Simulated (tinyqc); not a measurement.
# MOS inversion layer, Poisson-Schroedinger loop, step by step

tinyqc, about 0.7 s, one thread, Intel Xeon 2.30GHz (shared host): `OMP_NUM_THREADS=1 python tinyqc.py 2160142 2160143 out.jsonl` Printed values are rounded.

Electrons confined at an insulator interface at z = 0, treated as a hard wall; parabolic valleys, Hartree approximation, no image or exchange terms. The depletion charge lies far deeper than the electrons and gives a uniform field q Nd/(eps0 eps_r); the gate balances all charge. Energies are counted from the band edge at the interface.

Values chosen for this exercise; masses and permittivity close to those of silicon (111):
```
symbol,value,unit,meaning
T,300,K,temperature
eps_r,11.6,,relative permittivity
mz1,0.255,m0,mass along z of valley set A (6 valley(s))
md1,0.357,m0,in-plane density-of-states mass of set A
Ns,4.1e12,cm^-2,sheet density of electrons
Nd,1.1e11,cm^-2,sheet density of depletion charge
hz,0.92,nm,mesh step
a,0.5,,mixing factor
```

Constants: q = 1.602176634e-19 C, kB = 1.380649e-23 J/K, hbar = 1.054571817e-34 J s, m0 = 9.1093837015e-31 kg, Vt = kB T/q, eps0 = 8.8541878128e-14 F/cm where lengths are in cm, hbar^2/(2 m0) = 0.0380998212 eV nm^2. Results are converted to the units shown.

## Fixed part of the potential

z, node 1 to 19 (nm): 0.92  1.84  2.76  3.68  4.6  5.52  6.44  7.36  8.28  9.2  10.12  11.04  11.96  12.88  13.8  14.72  15.64  16.56  17.48

V0 = q Nd z/(eps0 eps_r) in eV.

fixed potential V0, node 1 to 19 (eV): 0.0015786  0.0031573  0.0047359  0.0063146  0.0078932  0.0094719  0.0110505  0.0126292  0.0142078  0.0157864  0.0173651  0.0189437  0.0205224  0.0221010  0.0236797  0.0252583  0.0268369  0.0284156  0.0299942

## Round 1: levels and probability densities

self-consistent potential U at the start, node 1 to 19 (eV): 0  0  0  0  0  0  0  0  0  0  0  0  0  0  0  0  0  0  0

Tridiagonal Hamiltonian with psi = 0 one step beyond both ends: H_ii = C (1/m_(i-1/2) + 1/m_(i+1/2))/hz^2 + V0_i + U_i, H_(i,i+1) = -C/(m_(i+1/2) hz^2), C = hbar^2/(2 m0). The lowest 2 level(s) are kept, normalised to hz sum |psi|^2 = 1. The mass is the same on all intervals.

levels (eV): A1 0.0178405, A2 0.0335810

```
node  |psi|^2 of A1 (1/nm)  |psi|^2 of A2 (1/nm)
1                 0.009853              0.014582
2                 0.035864              0.048234
3                 0.069560              0.078756
4                 0.101459              0.087493
5                 0.124266              0.070363
6                 0.134423              0.038466
7                 0.132044              0.010042
8                 0.119815              0.000072
9                 0.101562              0.013502
10                0.081040              0.044583
11                0.061182              0.081116
12                0.043831              0.110429
13                0.029817              0.124083
14                0.019214              0.119813
15                0.011643              0.100817
16                0.006522              0.073486
17                0.003249              0.044889
18                0.001307              0.020898
19                0.000305              0.005332
```

## Round 1: Fermi level and occupations

Level k holds N_k = D_k Vt ln(1 + exp((EF - E_k)/Vt)) with D = 6 md1 m0 q/(pi hbar^2) per eV (spin included); EF is fixed by sum N_k = Ns.

EF = -0.0368680 eV
N_k (cm^-2): A1 2.63154e12, A2 1.46846e12

## Round 1: density, output potential and mixing

n_i = sum_k N_k |psi_k|^2 (converted to cm^-3). Hartree part by Gauss: on the interval before node i the electrons still beyond are S_i = Ns - hz sum_(j<i) n_j, and U_i = U_(i-1) + q S_i hz/(eps0 eps_r) in eV, U_0 = 0 at the interface. Mixing: U(new) = U + a (U(out) - U).

```
node  n (1e18 cm^-3)  U(out) (eV)  U after round 1 (eV)
1            0.47341     0.058840              0.029420
2            1.65206     0.117056              0.058528
3            2.98699     0.173090              0.086545
4            3.95474     0.225180              0.112590
5            4.30336     0.272049              0.136024
6            4.10225     0.313236              0.156618
7            3.62225     0.349006              0.174503
8            3.15404     0.379994              0.189997
9            2.87093     0.406818              0.203409
10           2.78729     0.429851              0.214926
11           2.80119     0.449205              0.224602
12           2.77504     0.464859              0.232430
13           2.60675     0.476850              0.238425
14           2.26504     0.485399              0.242699
15           1.78684     0.490957              0.245479
16           1.25073     0.494156              0.247078
17           0.74468     0.495704              0.247852
18           0.34128     0.496269              0.248134
19           0.08634     0.496383              0.248191
```

## Round 2: levels and probability densities

As before.

levels (eV): A1 0.125048, A2 0.203702

```
node  |psi|^2 of A1 (1/nm)  |psi|^2 of A2 (1/nm)
1                 0.154024              0.108423
2                 0.331571              0.113170
3                 0.305253              0.005314
4                 0.179339              0.056189
5                 0.078250              0.187585
6                 0.027517              0.232803
7                 0.008208              0.184108
8                 0.002150              0.109924
9                 0.000507              0.053823
10                0.000110              0.022721
11                0.000022              0.008563
12                0.000004              0.002959
13                0.000001              0.000958
14                0.000000              0.000295
15                0.000000              0.000088
16                0.000000              0.000025
17                0.000000              0.000007
18                0.000000              0.000002
19                0.000000              0.000000
```

## Round 2: Fermi level and occupations

As before.

EF = 0.0812231 eV
N_k (cm^-2): A1 3.89827e12, A2 2.01728e11

## Round 2: density, output potential and mixing

As before.

```
node  n (1e19 cm^-3)  U(out) (eV)  U after round 2 (eV)
1            0.62230     0.058840              0.044130
2            1.31538     0.109464              0.083996
3            1.19103     0.142721              0.114633
4            0.71045     0.160252              0.136421
5            0.34288     0.168404              0.152214
6            0.15423     0.172028              0.164323
7            0.06914     0.173615              0.174059
8            0.03056     0.174290              0.182144
9            0.01283     0.174562              0.188985
10           0.00501     0.174663              0.194795
11           0.00181     0.174699              0.199651
12           0.00061     0.174711              0.203570
13           0.00020     0.174715              0.206570
14           0.00006     0.174716              0.208708
15           0.00002     0.174716              0.210097
16           0.00001     0.174716              0.210897
17           0.00000     0.174716              0.211284
18           0.00000     0.174716              0.211425
19           0.00000     0.174716              0.211454
```

## Course of the self-consistent loop

Start from U = 0. Stop when the largest |U(out) - U| is below 1e-7 eV, or after 120 rounds.

Course of the iteration:
```
round  level A1 (eV)     EF (eV)  largest |U(out) - U| (eV)
1          0.0178405  -0.0368680                      0.496
2           0.125048   0.0812231                     0.0735
3           0.147772    0.102565                     0.0299
4           0.160352    0.114342                     0.0157
5           0.167002    0.120886                    6.94e-3
6           0.170067    0.123929                    3.18e-3
7           0.171488    0.125342                    1.50e-3
8           0.172163    0.126014                    7.13e-4
9           0.172488    0.126337                    3.44e-4
...              ...         ...                        ...
13          0.172779    0.126628                    2.02e-5
14          0.172788    0.126637                    9.99e-6
15          0.172793    0.126641                    4.94e-6
16          0.172795    0.126644                    2.45e-6
17          0.172796    0.126645                    1.21e-6
18          0.172797    0.126645                    6.00e-7
19          0.172797    0.126646                    2.98e-7
20          0.172797    0.126646                    1.48e-7
21          0.172797    0.126646                    7.32e-8
```

Converged in 21 rounds. Towards the end the residual shrinks by a factor of about 0.50 a round.

## Converged levels, occupations and centroid

converged U, node 1 to 19 (eV): 0.058840  0.109110  0.143685  0.165122  0.178583  0.187687  0.194245  0.199056  0.202523  0.204933  0.206537  0.207556  0.208172  0.208524  0.208712  0.208803  0.208841  0.208853  0.208856

Solve for the levels with V0 + U, find EF, n_i = sum_k N_k |psi_k|^2 (in cm^-3); share of each level N_k/Ns; centroid sum n z/sum n.

levels (eV): A1 0.172797, A2 0.224844
EF = 0.126646 eV
shares (%): A1 87.4991, A2 12.5009
n, node 1 to 19 (in units of 1e19 cm^-3): 0.64912  1.18873  0.99501  0.60417  0.32997  0.19278  0.13234  0.10183  0.08006  0.06100  0.04428  0.03054  0.02002  0.01246  0.00732  0.00399  0.00194  0.00077  0.00018
centroid = 3.26557 nm

An 800-node mesh to 29 nm with 8 levels a set gives A1 = 0.1755 eV, EF = 0.1283 eV and a centroid of 3.792 nm; the levels kept above hold 93.3 % of the electrons there. The coarse centroid is 14 % below the fine one.

## Closed-form estimates

Triangular well: E_k = a_k (C F^2/mz)^(1/3), a_1 = 2.338107, a_2 = 4.087949, C = hbar^2/(2 m0), F in eV/nm. Fang-Howard (all electrons in the lowest level of set A): b^3 = 6 (mz1/C) q (Nd + 11 Ns/32)/(eps0 eps_r), centroid 3/b, level C b^2/(4 mz1) + (3/b) q (Nd + 11 Ns/16)/(eps0 eps_r). Use F = q (Nd + Ns)/(eps0 eps_r), the surface field, and F = q (Nd + Ns/2)/(eps0 eps_r).

A1 with the surface field = 0.201952 eV
A1 with Nd + Ns/2 = 0.129429 eV
A2 with Nd + Ns/2 = 0.226293 eV
b = 0.983662 1/nm
Fang-Howard centroid = 3.04983 nm
Fang-Howard level = 0.175478 eV

Against the self-consistent A1 = 0.1755 eV on a fine mesh, the surface-field estimate is 15 % above it, the half-charge one 26 % below it and Fang-Howard within 0.01 % of it. A1 holds 84.2 % of the electrons, and the Fang-Howard centroid is 20 % below the full one.
